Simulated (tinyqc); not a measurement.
Worked calculation: nanosheet or nanowire with hard walls, valleys of the Si type. Values are carried at full precision from step to step, so a last printed digit may differ when a step is redone from the rounded ones.

Six ellipsoidal valleys along the cube axes: inverse mass tensor w = 1/mt + (1/ml - 1/mt) a a^T with a the unit axis. Device axes: x along the channel, z = [001], y = z x x.

Constants: hbar^2/2m0 = 3.80998211 eV angstrom^2; hbar = 6.58211957e-16 eV s; e^2/h = 3.874045865e-05 S; kB = 8.617333262e-05 eV/K.

Inputs chosen for the exercise (near those of Si; shifted at random, so the results belong to these values and not to a real crystal):
- ml = 0.906 m0 (longitudinal mass)
- mt = 0.191 m0 (transverse mass)
- channel = 110 (transport direction x on a (001) wafer)
- W = 205 angstrom (width, along y)
- H = 50 angstrom (height, along z = [001])
- dE = 0.068 eV (EF above the lowest subband edge)
- T = 300 K (temperature)
- g_all = 6 (number of valleys)

## Valley masses for a [110] channel

Rotate w into the device axes and group equal valleys (|w_yz| counts); order by w_zz, then w_yy. 1/m_x = w_xx - w_xc w_c^-1 w_cx with c the block (y, z).

Valleys:
```
group  valleys g    w_yy    w_zz  |w_yz|  m_x (m0)
A              2  5.2356  1.1038  0.0000    0.1910
B              4  3.1697  5.2356  0.0000    0.5485
```

The lightest transport mass, 0.191 m0, belongs to group A.

## One-dimensional subbands

Hard walls around a W x H rectangle. The block w_c of w in (y, z) confines; the transport mass follows from 1/m_x = w_xx - w_xc w_c^-1 w_cx. The cross-section problem c (w_yy ky^2 + 2 w_yz ky kz + w_zz kz^2), c = hbar^2/2m0, is solved in products sin(n pi y/W) sin(l pi z/H), n, l = 1 to 12; if w_yz = 0 the levels are c pi^2 (w_yy n^2/W^2 + w_zz l^2/H^2). The w_yz term couples (n, l) to (n', l') by -2 c w_yz D_nn'(W) D_ll'(H) with D_nm(L) = 4 n m/(L (n^2 - m^2)) for n + m odd and 0 otherwise.

The ten lowest levels of all groups together, numbered within each group.

Subbands:
```
label  valleys g  m_x (m0)  E (eV)
A1             2    0.1910  0.0213
A2             2    0.1910  0.0353
A3             2    0.1910  0.0588
A4             2    0.1910  0.0711
B1             4    0.5485  0.0816
A5             2    0.1910  0.0851
B2             4    0.5485  0.0901
A6             2    0.1910  0.0916
B3             4    0.5485  0.1043
A7             2    0.1910  0.1086
```

The lowest subband is A1; the number of further ones in the list within kB T = 25.9 meV of it at 300 K is 1.

## Modes, density and velocity at zero temperature

With EF = E_lowest + dE, each subband below EF has k_F = sqrt(m_x (EF - E)/c), carries n = 2 g k_F/pi electrons per length (spin included), moves at v = 2 c k_F/(hbar m_x) and adds 2 g e^2/h to the ballistic conductance; c = hbar^2/2m0, 1 angstrom/s = 1e-8 cm/s.

Occupied subbands:
```
label  k_F (1/angstrom)  n (1/nm)  v (1e7 cm/s)
A1               0.0584     0.743          3.54
A2               0.0520     0.662          3.15
A3               0.0391     0.498          2.37
A4               0.0302     0.385          1.83
B1               0.0333     0.848          0.70
A5               0.0144     0.183          0.87
```

total n = 3.319 1/nm
ballistic conductance = 1084.7 microsiemens

EF lies below the last listed level, so the count is complete for these valleys (other families, and non-parabolicity above about 0.2 eV, are left out): 6 subbands with 14 valley modes. The Fermi velocity, averaged with the densities as weights, is 2.22 x 1e7 cm/s; the mean over all filled states moving one way is half of it.

## Threshold shift from confinement

Without degeneracy the line density is N1 exp((EF - Ec)/kB T) with N1 = sum 2 g sqrt(m_x kB T/(4 pi c)) exp(-E/kB T), here over n, l up to 80 where w_yz = 0 and over all levels of a 12 x 12 sine basis otherwise; the classical value is W H Nc with Nc = 2 g_all (m_dos kB T/(4 pi c))^(3/2), m_dos = (ml mt^2)^(1/3); dVt = kB T ln(W H Nc/N1).

Form N1, W H Nc and dVt.

N1 = 0.5318 1/nm
W H Nc = 2.806 1/nm
dVt = 43.0 mV

## Checks

- Lowest level of group A on a 40 x 40 difference grid against the sine basis, eV: both 0.021.

Run: tinyqc, `OMP_NUM_THREADS=1 python tinyqc.py 1251721 1251722 out.jsonl`; Intel(R) Xeon(R) Processor @ 2.30GHz, one thread, shared host; about 0.04 s of CPU time with all checks.
